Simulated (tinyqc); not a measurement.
Comparisons within one model: donor near an oxide interface in a gate field (two-state model). A value that a table varies takes the place of the one given here.

Interface at z = 0 (hard wall), donor at z = d, field F pulling electrons to the interface: potential e F z; 1 kV/cm = 1e-5 eV/angstrom, c = hbar^2/2m0, q = e^2/(4 pi eps0), Q = (eps - eo)/(eps + eo). Donor state: E_D = e F d - ED - q Q/(4 eps d), the last term joining the images of ion and electron. Interface state: z exp(-b z/2) exp(-rho^2/(2 L^2)) with E_z = c b^2/(4 mz) + 3 e F/b + q Q b/(8 eps), minimised over b; in the plane at z = 3/b the ion (distance D = d - 3/b) and its image (D' = d + 3/b) give E_rho = c/(mt L^2) - (q/eps)(sqrt(pi)/L)[erfcx(D/L) + Q erfcx(D'/L)], erfcx(x) = exp(x^2) erfc(x), minimised over L. E_I = E_z + E_rho.

The two states couple by t = t0 exp(-D/aD) with t0 = q/(eps aD) (2 aD/L) sqrt(aD b/2) v, v a valley factor; this form is an estimate. With detuning u = E_D - E_I the splitting is sqrt(u^2 + 4 t^2) and the lower state has weight (1 - u/sqrt(u^2 + 4 t^2))/2 on the donor.

Constants: hbar^2/2m0 = 3.80998211 eV angstrom^2; e^2/(4 pi eps0) = 14.39964547 eV angstrom.

Values chosen for the exercise (near those of a donor in Si below SiO2, static dielectric constants; the results hold for these values, not for the real material):

| symbol | value | unit | meaning |
|---|---|---|---|
| d | 100 | angstrom | depth of the donor |
| ED | 31.1 | meV | bulk binding energy |
| mz | 0.903 | m0 | mass across the interface |
| mt | 0.186 | m0 | mass in the plane |
| eps | 11.5 |  | dielectric constant of the semiconductor |
| eo | 3.9 |  | dielectric constant of the oxide |
| aD | 17.6 | angstrom | donor radius |
| v | 0.34 |  | valley factor |
| Fl | (42.406, 46.865, 48.649, 49.54, 50.432, 52.216, 56.675) | kV/cm | fields |
| dl | (65, 90, 120, 155, 200, 250) | angstrom | depths |

## Sweeping the field

Both levels, the splitting, the donor weight and the mean depth w d + (1 - w) 3/b.

Results:

| F (kV/cm) | E_D (meV) | E_I (meV) | splitting (meV) | donor weight | mean depth (angstrom) |
|---|---|---|---|---|---|
| 42.406 | 9.761 | 13.832 | 4.12 | 0.994 | 99.7 |
| 46.865 | 14.220 | 15.774 | 1.66 | 0.969 | 98.1 |
| 48.649 | 16.004 | 16.525 | 0.763 | 0.841 | 90.3 |
| 49.540 | 16.895 | 16.895 | 0.550 | 0.500 | 69.2 |
| 50.432 | 17.787 | 17.263 | 0.755 | 0.153 | 47.5 |
| 52.216 | 19.571 | 17.988 | 1.67 | 0.026 | 39.2 |
| 56.675 | 24.030 | 19.753 | 4.31 | 0.003 | 36.7 |

What can be read from the table?

E_D rises by 1.00 and E_I by 0.41 meV per kV/cm, so they cross once, near 49.5 kV/cm, where the splitting is 2t = 0.55 meV. The donor weight passes from 0.85 to 0.15 while the detuning goes from -2t to 2t, a window of 1.9 kV/cm or 3.8 % of the field; across the table the charge moves by 63 angstrom.

## Depth of the donor

Critical field, and the coupling, E_rho and L at that field.

Results:

| d (angstrom) | critical field (kV/cm) | e F d/ED | t (meV) | E_rho (meV) | L (angstrom) |
|---|---|---|---|---|---|
| 65 | 86.0 | 1.798 | 2.0 | -21.58 | 56 |
| 90 | 56.5 | 1.634 | 0.48 | -16.07 | 71 |
| 120 | 39.7 | 1.530 | 0.090 | -12.35 | 88 |
| 155 | 29.2 | 1.457 | 0.013 | -9.76 | 106 |
| 200 | 21.7 | 1.396 | 0.0011 | -7.71 | 128 |
| 250 | 16.8 | 1.351 | 6.9e-05 | -6.26 | 151 |

What does this show?

The critical field falls from 86 to 17 kV/cm, with exponent -1.21 in d, while t drops by a factor 3e+04, about e for each 18 angstrom at the end (aD = 17.6). One lattice plane (1.36 angstrom) of misplacement changes t by 7 % and the critical field by about 1.4 % at 120 angstrom.

## What each parameter does

Critical field (E_D = E_I), and t and L there. Each row changes one parameter from the base and keeps the others.

Results:

| case | critical field (kV/cm) | t (meV) | L (angstrom) |
|---|---|---|---|
| base | 49.5 | 0.275 | 77.2 |
| d = 115 angstrom | 41.8 | 0.118 | 85.6 |
| ED = 37.1 meV | 59.5 | 0.242 | 78.6 |
| aD = 19.4 angstrom | 49.5 | 0.400 | 77.2 |
| mz = 0.768 m0 | 51.1 | 0.292 | 76.6 |
| mt = 0.214 m0 | 48.7 | 0.295 | 72.8 |
| eo = 5.8 | 47.7 | 0.257 | 79.1 |
| eps = 12.2 | 50.8 | 0.248 | 79.2 |

How do the results move?

The largest shifts from the base row, up to three for each result and ties (the steps differ in size, so this ranks the rows, not the parameters). critical field (kV/cm): ED +9.9, d -7.8, eo -1.8; unchanged at the printed digits by aD. t (meV): d -0.157, aD +0.125, ED -0.0327. L (angstrom): d +8.3, mt -4.5, eps +2.0; unchanged at the printed digits by aD.

Run: tinyqc, `OMP_NUM_THREADS=1 python tinyqc.py 1250298 1250299 out.jsonl`; Intel(R) Xeon(R) Processor @ 2.30GHz, one thread, shared host; about 0.1 s of CPU time with all checks.
